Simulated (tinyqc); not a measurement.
Inside a calculation. Method: lattice vibrations of a chain. Computed by tinyqc, a small Python program that keeps every step. Command: `OMP_NUM_THREADS=1 python tinyqc.py 26620 26621 out.jsonl` (the two numbers bound the seeds that draw the settings). One thread of a shared host (Intel(R) Xeon(R) Processor @ 2.60GHz), about 0.01 s of CPU time with the checks.

## Dynamical matrix at q = 0.13

A chain moving along its axis:
```
atom   mass (u)  spring to the next atom (eV/angstrom^2)
1     31.500000                                19.300000
2     22.900000                                15.800000
3     49.300000                                 8.200000
```

q is in units of 2 pi/a. A spring k from atom i to atom j, n cells on, adds k to Phi_ii and Phi_jj, -k exp(2 pi i q n) to Phi_ij and the conjugate to Phi_ji (for one atom a cell: 2k (1 - cos 2 pi q n)); D_ij = Phi_ij / sqrt(m_i m_j).

D(q) (eV/(angstrom^2 u)):
```
                     1          2                    3
1             0.873016  -0.718595  -0.142442+0.151685i
2            -0.718595   1.532751            -0.470236
3  -0.142442-0.151685i  -0.470236             0.486815
```

## Frequencies

omega^2 are the eigenvalues; wavenumber = 521.4708 sqrt(eigenvalue) 1/cm.

eigenvalues: 0.026861  0.799154  2.066568

wavenumbers (1/cm): 85.5  466.2  749.6

weights |e|^2 of the mass-weighted modes:
```
          mode 1    mode 2    mode 3
atom 1  0.299329  0.459998  0.240673
atom 2  0.219581  0.067805  0.712615
atom 3  0.481090  0.472198  0.046712
```

## Dispersion and heat capacity

C/k_B per atom = mean over q = (j + 1/2)/80, j = 0..39 and all branches of y^2 e^y/(e^y - 1)^2, y = hc wavenumber / k_B T.

Wavenumbers (1/cm):
```
q           branch 1    branch 2    branch 3
0.000000    0.000000  478.949494  746.453345
0.062500   41.253645  475.940026  747.237875
0.125000   82.210825  467.113823  749.420623
0.187500  122.552441  453.018528  752.555863
0.250000  161.897649  434.428767  756.072755
0.312500  199.706823  412.298238  759.415934
0.375000  234.965667  387.989773  762.128785
0.437500  264.835968  364.591722  763.884808
0.500000  279.051836  352.517175  764.491287
```

Heat capacity:
```
T (K)  C/k_B per atom
20           0.046286
50           0.118158
100          0.247530
200          0.497789
300          0.675238
600          0.889212
1200         0.969601
```

zero-point energy per atom = 27.658197 meV
